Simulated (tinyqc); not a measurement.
Size effects in the resistivity of thin metal films and interconnect lines. Which input was changed? Computed by tinyqc, a small Python program. Command: `OMP_NUM_THREADS=1 python tinyqc.py 3029921 3029922 out.jsonl size which`. One thread of a shared host (Intel(R) Xeon(R) Processor @ 2.30GHz), about 0.08 s of CPU time with the checks.

Electrons lose their drift at surfaces (a share 1 - p of the hits) and at grain boundaries (reflection R), besides bulk scattering. The line sits in a trench with a non-conducting liner on both walls and the bottom; the spacing equals the drawn width.

Inputs (values chosen for the exercise, modelled on platinum): bulk resistivity rho_b = 11 microohm cm; bulk mean free path lambda = 7.16 nm; specularity p = 0.46; grain-boundary reflection R = 0.46; drawn line width w = 29 nm; grain size over metal width = 0.67; aspect ratio (height over width) = 1.6; liner thickness t = 0.8 nm; line length = 20 micrometre; permittivity of the dielectric k = 3.5.

Geometry: line.

Constants: eps_0 = 8.8541878128e-12 F/m.

Method:
- Metal width w_m = w - 2t, height h_m = (aspect ratio) w - t, grain size D = (ratio) w_m.
- Mayadas-Shatzkes: alpha = (lambda/D) R/(1 - R); rho_b/rho = 1 - 3 alpha/2 + 3 alpha^2 - 3 alpha^3 ln(1 + 1/alpha).
- Fuchs-Sondheimer film: rho_b/rho = 1 - (3/(2 kappa))(1 - p) int_0^1 (s - s^3)(1 - exp(-kappa/s))/(1 - p exp(-kappa/s)) ds, f = rho/rho_b, kappa = thickness/lambda, 80 Gauss-Legendre points.
- Line: the excess of a film of thickness w_m and of a film of thickness h_m are added, rho/rho_b = 1 + (f(w_m) - 1) + (f(h_m) - 1), an estimate that holds best when both sides exceed lambda.
- Total: rho = rho_b [1 + surface excess + grain excess]; resistance per length rho/(w_m h_m); capacitance per length C = 2 k eps_0 (aspect ratio + 1/2), a parallel-plate estimate for two neighbours plus a fixed term for the planes above and below; delay 0.38 R C L^2; effective resistivity per drawn area.

Question. One of these inputs alone was changed, within the range given: bulk mean free path lambda (3.58 to 14.32); grain-boundary reflection R (0.23 to 0.9); grain size over metal width (0.335 to 1.34); permittivity of the dielectric k (1.75 to 7). Which one, and to what value?

Results:
```
run     resistance per length (ohm/micrometre)  resistivity rho (microohm cm)  rho/rho_b from grains
before                                137.2718                       17.15129               1.470594
after                                 149.8444                       18.72216               1.589233
```

Answer.

Each candidate set to reproduce resistance per length, and what it then gives:
```
candidate                         range searched  value needed  resistivity rho (microohm cm)  rho/rho_b from grains
bulk mean free path lambda (nm)    3.58 to 14.32         9.020                         18.722                 1.5892
grain-boundary reflection R          0.23 to 0.9        0.5279                         18.722                 1.6134
grain size over metal width        0.335 to 1.34        0.5103                         18.722                 1.6134
permittivity of the dielectric k       1.75 to 7     no effect                              -                      -
```

Only bulk mean free path lambda fits every result: it went from 7.16 to 9.02 nm. The next best candidate, grain-boundary reflection R, misses one result by 1.5 %.
